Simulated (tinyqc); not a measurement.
From results back to parameters: conductance of a narrow metal strip with scatterers (square lattice, Green functions). Three cases, with inputs chosen for the exercise.

Problem. Boundaries with reflection R, a distance dg apart, add incoherently to the scattering in a one-dimensional channel: rho/rho0 = 1 + (lam/dg) R/(1 - R). The ratio comes from a hidden R.

Case 1.

Values chosen (out of a larger set: hopping and spacing of the size met in Cu or Al; the lattice is a model; not measured data): lam = 27 nm (bulk mean free path); dg = 14 nm (distance between boundaries).

rho/rho0 = 3.66327

Case 2.

Values chosen (out of a larger set: hopping and spacing of the size met in Cu or Al; the lattice is a model; not measured data): lam = 37 nm (bulk mean free path); dg = 15 nm (distance between boundaries).

rho/rho0 = 1.86667

Case 3.

Values chosen (out of a larger set: hopping and spacing of the size met in Cu or Al; the lattice is a model; not measured data): lam = 26 nm (bulk mean free path); dg = 28 nm (distance between boundaries).

rho/rho0 = 1.79101

Find: R; effective mean free path lam rho0/rho.

Solution. y = (rho/rho0 - 1) dg/lam = R/(1 - R), so R = y/(1 + y).

Case 1.

R = 0.580
effective mean free path lam rho0/rho = 7.37 nm

Case 2.

R = 0.260
effective mean free path lam rho0/rho = 19.82 nm

Case 3.

R = 0.460
effective mean free path lam rho0/rho = 14.52 nm

Computed by tinyqc, one run a case: `OMP_NUM_THREADS=1 python tinyqc.py N N+1 out.jsonl` with N = 1452605, 1452613, 1452632; one thread of a shared Intel(R) Xeon(R) Processor @ 2.30GHz, about 0.01 s a run at most.
